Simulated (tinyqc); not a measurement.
Static constant against the gap: interband optics of a two-band s-p chain from momentum matrix elements.

H(k) = [[Es - 2 ts cos ka, 2i V sin ka], [-2i V sin ka, Ep_ + 2 tp cos ka]] in the basis s, p; the lower band is full, with two electrons a cell. The velocity operator times hbar is W = dH/dk (eV angstrom); intra-atomic dipoles are left out.

With w(k) = |<c|W|v>|^2 and D(k) = Ec - Ev, on the mesh k_j = (j + 1/2)/N (2 pi/a): eps(E) = 1 + (8 pi e2/(a Ar)) mean_j (w/D^2) [1/(D - E - i eta) + 1/(D + E + i eta)], e2 = e^2/(4 pi eps0); light polarised along the chains, no local fields.

Constants: e^2/(4 pi eps0) = 14.39964547 eV angstrom; hbar^2/2m0 = 3.80998211 eV angstrom^2.

Parameters, chosen for this exercise:
```
symbol  value  unit        meaning
a       3.8    angstrom    period
Ep_     -3.26  eV          lower orbital (p)
ts      0.56   eV          s-s hopping
tp      0.27   eV          p-p hopping
V       0.54   eV          s-p hopping
Ar      12.4   angstrom^2  cross-section per chain
```

Es takes the values listed; mesh of 400 points; the Penn-type estimate is 1 + 8 pi c e2 n_eff/(a Ar Dm^2) with Dm the f-weighted mean of D, f = w/(c D), n_eff = 2 mean(f), c = hbar^2/2m0.

Results:
```
Es (eV)  smallest D (eV)  Dm (eV)  n_eff  eps(0)  estimate
1.98               3.580    5.218  0.833   2.134     1.895
2.28               3.880    5.519  0.789   1.935     1.758
2.78               4.380    6.021  0.725   1.698     1.585
3.28               4.880    6.523  0.670   1.535     1.461
4.28               5.880    7.525  0.583   1.337     1.301
7.28               8.880   10.530  0.418   1.117     1.110
```

Give the missing row, Es (eV) = 5.28.

Computed row:
```
Es (eV)  smallest D (eV)  Dm (eV)  n_eff  eps(0)  estimate
5.28               6.880    8.527  0.515   1.226     1.207
```

eps(0) - 1 falls from 1.134 to 0.117, as Dm^-3.24; a fixed n_eff would give the power -2, and n_eff goes from 0.833 to 0.418. The single-gap estimate is low by 21.1 % of eps(0) - 1 in the first row and 5.5 % in the last, since 1/D^2 favours the smallest separations. n_eff need not equal the 2 electrons of the cell: a two-orbital basis with chosen hoppings does not obey the free-electron sum rule.

Run: tinyqc, `OMP_NUM_THREADS=1 python tinyqc.py 1681704 1681705 out.jsonl`; Intel(R) Xeon(R) Processor @ 2.30GHz, one thread, shared host; about 0.01 s of CPU time with all checks.
